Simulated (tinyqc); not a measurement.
Inside a calculation. Method: plane-wave Kohn-Sham cycle with exchange-only LDA in a layered model solid. Computed by tinyqc, a small Python program that keeps every step. Settings: points = 16, plane-wave index or count = 2, electrons = 4, k points = 4, area = 33.0, mixing = 0.1, iteration cap = 69. Command: `OMP_NUM_THREADS=1 python tinyqc.py 22553 22554 out.jsonl` (the two numbers bound the seeds that draw the settings). One thread of a shared host (Intel(R) Xeon(R) Processor @ 2.60GHz), about 0.03 s of CPU time with the checks.

A solid whose potential varies along x alone (atomic units):
```
parameter,value
period a,10.200000
cross-section of the cell,33.000000
electrons per cell,4
grid points,16
"plane waves -n..n, n",2
k points,4
V1 in V1 cos(2 pi x/a),-0.540000
```

Stop when sqrt(dV sum R^2) is below 1e-8, dV = a A/N.

Course of the cycle:
```
iteration,E (hartree),norm of the residual
1,-1.16255783,1.72e-01
2,-1.09158030,1.51e-01
3,-1.03706647,1.32e-01
4,-0.99555344,1.15e-01
5,-0.96419833,1.00e-01
6,-0.94069944,8.72e-02
7,-0.92321702,7.55e-02
8,-0.91029879,6.52e-02
9,-0.90081224,5.63e-02
10,-0.89388462,4.85e-02
11,-0.88885080,4.17e-02
...,...,...
59,-0.87604797,1.28e-04
60,-0.87604798,1.16e-04
61,-0.87604799,1.04e-04
62,-0.87604799,9.42e-05
63,-0.87604799,8.50e-05
64,-0.87604800,7.67e-05
65,-0.87604800,6.92e-05
66,-0.87604800,6.25e-05
67,-0.87604800,5.64e-05
68,-0.87604800,5.08e-05
69,-0.87604801,4.59e-05
```

Can the last value be used, and what does the course show?

Not by the stop rule, although the second column moves by less than 1e-07 over the last three steps. Not converged within 69 iterations: the residual falls steadily but slowly, by a factor of about 0.90 a step. Reruns (cap 100 unless said): mixing 0.5, Kerker q0 1.0: converged in 76 (E = -0.87605); mixing 0.3, Pulay depth 5: converged in 10 (E = -0.87605); the original settings with a cap of 400: converged in 151 (E = -0.87605).
